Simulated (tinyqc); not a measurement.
# Thermionic-field emission through a Schottky barrier, WKB: effect of temperature

Metal on an n-type semiconductor with one parabolic valley; V > 0 is forward bias (metal positive). Energies E are counted from the conduction edge of the neutral semiconductor, whose Fermi level lies at -xi; that of the metal lies at -xi - V. The barrier is a parabola of height Vd = phi - xi - V (depletion approximation, no image force).

Nc = 2 (2 pi me m0 kB T/h^2)^1.5 (times 1e-6 for cm^-3); Nd = Nc F12(-xi/Vt), F12(x) = (2/sqrt(pi)) int_0^infinity sqrt(u)/(1 + exp(u - x)) du; E00 = (hbar/2) sqrt(Nd/(me m0 eps0 eps_r)) in SI units (volts). For E < Vd, ln T(E) = -(Vd/E00) [sqrt(1 - y) - y ln((1 + sqrt(1 - y))/sqrt(y))], y = E/Vd; T(E) = 1 above. J = A* T (q/kB) int_0^infinity T(E) N(E) dE, N = ln[(1 + exp((-xi - E)/Vt))/(1 + exp((-xi - V - E)/Vt))], A* = 4 pi q me m0 kB^2/h^3 (times 1e-4 for A/(cm^2 K^2)). The integral is converged to the digits shown; the share over the barrier is that of E > Vd, and 0 means below 1e-6 %. phi is held fixed. By a common rule of thumb, E00/Vt below 0.5 marks thermionic emission, 0.5 to 5 thermionic-field emission and above 5 field emission.

Parameters, values chosen for the exercise; band and dielectric values close to those of gallium arsenide:
```
symbol,value,unit,meaning
me,0.0667,m0,electron mass
eps_r,13.1,,relative permittivity
phi,0.79,eV,barrier height seen from the metal
Nd,1.1e18,cm^-3,donor density
V,0.16,V,bias
```

Constants: q = 1.602176634e-19 C, kB = 1.380649e-23 J/K, eps0 = 8.8541878128e-12 F/m, hbar = 1.054571817e-34 J s, h = 6.62607015e-34 J s, m0 = 9.1093837015e-31 kg, Vt = kB T/q. Results are converted to the units shown.

Results:
```
T (K)	E00/Vt	J (A/cm^2)	share over the barrier (%)	mean E/Vd
60	4.029	6.432e-7	0	0.07087
100	2.417	1.472e-6	0	0.1016
150	1.612	8.774e-6	0	0.1897
200	1.209	1.034e-4	4.13e-5	0.3240
250	0.9670	0.001440	6.93e-3	0.4557
400	0.6044	0.8365	1.75	0.7028
500	0.4835	14.37	6.07	0.7848
```

Estimate the missing row, T = 300 K.

Computed row:
```
T (K)	E00/Vt	J (A/cm^2)	share over the barrier (%)	mean E/Vd
300	0.8058	0.01645	0.114	0.5619
```

With this row back in the table: J rises from 6.43e-7 to 14.4 A/cm^2, and the mean E/Vd rises from 0.0709 to 0.785, as E00/Vt falls from 4.03 (thermionic-field emission) to 0.483 (thermionic emission). Between the first two rows J changes by a factor of 2.29, between the last two by 17.2.

Range of the model: The depletion approximation, a parabolic band and the neglect of image-force lowering make these currents estimates at high doping.

tinyqc, about 0.06 s, one thread, Intel Xeon 2.30GHz (shared host): `OMP_NUM_THREADS=1 python tinyqc.py 2640173 2640174 out.jsonl`
